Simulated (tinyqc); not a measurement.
Thermal resistances of a two-die stack.

Question. Heat leaves through the lower die only, and the system is linear. Find the resistance R1 from the lower die to the coolant, R2 between the dies, and the rise of the upper die when both are powered.

Inputs (values chosen for the exercise):
```
symbol,value,unit,meaning
P1,25,W,power of the lower die
P2,13,W,power of the upper die
```

rises of the lower and upper die with only the lower one powered (K): 9.75  9.75
rises of the lower and upper die with only the upper one powered (K): 5.07  9.49

Solution. With only the lower die powered no heat crosses R2, so both dies rise by P1 R1; the difference in the second test is P2 R2; rises add.

R1 = 0.390 K/W
R2 = 0.340 K/W
rise of the upper die = 19.2 K

Numbers from tinyqc (`OMP_NUM_THREADS=1 python tinyqc.py 2162174 2162175 out.jsonl`; about 0.02 s on one thread of a shared Intel Xeon 2.30GHz).
